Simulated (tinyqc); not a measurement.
Inside a calculation. Method: one-electron ion in a basis of Gaussians. One step of it, computed by the program tinyqc.

Task: Matrices over normalised Gaussians. With p = a_i + a_j and I(k) = Gamma((k+1)/2) / (2 p^((k+1)/2)): S = I(2l+2), T = (2l+3) a_i a_j S / p, V = -Z I(2l+1), each divided by sqrt(S_ii S_jj).

exponents of r^l exp(-a r^2) (1/bohr^2): [0.261800, 0.383900, 0.562800]

Z = 5

l = 1

Give: S; T; V.

Result:

S:
$$\begin{pmatrix}
1.0000 & 0.9555 & 0.8363 \\
0.9555 & 1.0000 & 0.9556 \\
0.8363 & 0.9556 & 1.0000
\end{pmatrix}$$

T (hartree):
$$\begin{pmatrix}
0.6545 & 0.7436 & 0.7472 \\
0.7436 & 0.9597 & 1.0904 \\
0.7472 & 1.0904 & 1.4070
\end{pmatrix}$$

V (hartree):
$$\begin{pmatrix}
-2.7217 & -2.8879 & -2.8565 \\
-2.8879 & -3.2958 & -3.4970 \\
-2.8565 & -3.4970 & -3.9905
\end{pmatrix}$$
